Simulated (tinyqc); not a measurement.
# Worked calculation: strained alloy layer of GaSb and GaAs on (001) InP, model-solid band line-up

Computed by the program tinyqc: `OMP_NUM_THREADS=1 python tinyqc.py 2690021 2690022 out.jsonl`, one thread of a shared Intel Xeon 2.30GHz, about 0.01 s for the whole run. Printed values are rounded.

The layer is x parts of the first compound and 1 - x of the second, grown coherently on the third as substrate and barrier. Rows of the table: lattice constant a, average valence level Ea on an absolute scale, spin-orbit splitting so, gaps at Gamma, X and L, hydrostatic deformation potentials av and ac (Gamma), shear potential b, elastic constants, electron and heavy-hole (along z) masses. All are interpolated linearly in x; gaps get -C x (1 - x), taken wholly in the conduction band; real line-ups can differ from this model by 0.1 eV or more.

Values chosen for this exercise:
```
symbol,value,unit,meaning
x,0.64,,fraction of the first compound in the layer
CG,1.43,eV,bowing of the Gamma gap
CX,1.2,eV,bowing of the X gap
CL,1.2,eV,bowing of the L gap
```

## Relaxed alloy and strain

Binary compounds, values chosen for the exercise:
```
              close to GaSb  close to GaAs  close to InP
a (angstrom)          6.096          5.653         5.869
Ea (eV)               -6.25          -6.92         -7.04
so (eV)               0.761           0.34          0.11
EG (eV)               0.734           1.44          1.34
EX (eV)                1.04            1.9          2.21
EL (eV)               0.809           1.69          1.96
av (eV)               0.789           1.16          1.26
ac (eV)               -6.82          -7.08         -4.99
b (eV)                -2.01          -1.69          -1.7
c11 (GPa)              87.2            118           100
c12 (GPa)              39.9             53          55.3
me (m0)              0.0393         0.0662        0.0796
mh (m0)               0.248          0.352         0.527
```

In-plane strain e = (a_substrate - a)/a, e_z = -2 (c12/c11) e, volume change 2 e + e_z.

a = 5.93652 angstrom
Gamma gap = 0.658688 eV
X gap = 1.07312 eV
L gap = 0.849680 eV
e = -1.13737 %
e_z = 1.03257 %
volume change = -1.24216 %

The relaxed alloy has its lowest gap at Gamma (direct). The layer is under compressive in-plane strain.

## Band edges and offsets

In-plane strain e = (a_substrate - a)/a, e_z = -2 (c12/c11) e, volume change 2 e + e_z. With v = 2 e + e_z and d = 2 b (e_z - e): Eav = Ea + av v; E_hh = Eav + so/3 - d/2; E_lh = Eav - so/6 + d/4 + sqrt(so^2 + so d + 9 d^2/4)/2; E_c = Ea + so/3 + EG + ac v (Gamma). Substrate: E_v = Ea + so/3, E_c = E_v + EG. Well depths: dEc = E_c(substrate) - E_c, dEhh = E_hh - E_v(substrate), dElh likewise; strained Gamma gap E_c - max(E_hh, E_lh); positive values confine carriers in the layer.

d = -0.0822320 eV
E_hh = -6.25840 eV
E_lh = -6.33474 eV
E_c = -5.54349 eV
strained Gamma gap = 0.714910 eV
dEc = -0.119846 eV
dEhh = 0.744936 eV
dElh = 0.668592 eV

The heavy-hole band lies on top, by 76.3 meV. At Gamma the line-up is type II, holes in the layer and electrons outside.

## Critical thickness

In-plane strain e = (a_substrate - a)/a. Matthews-Blakeslee for 60-degree dislocations in a single layer: hc = k (ln(hc/bv) + 1), k = bv (1 - nu/4)/(4 pi |e| (1 + nu)), nu = c12/(c11 + c12), bv = a/sqrt(2); the larger root.

nu = 0.312210
bv = 0.419775 nm
hc = 8.19555 nm

The layer, Lw = 7.2 nm, is thinner than hc, so it stays coherent by this criterion.
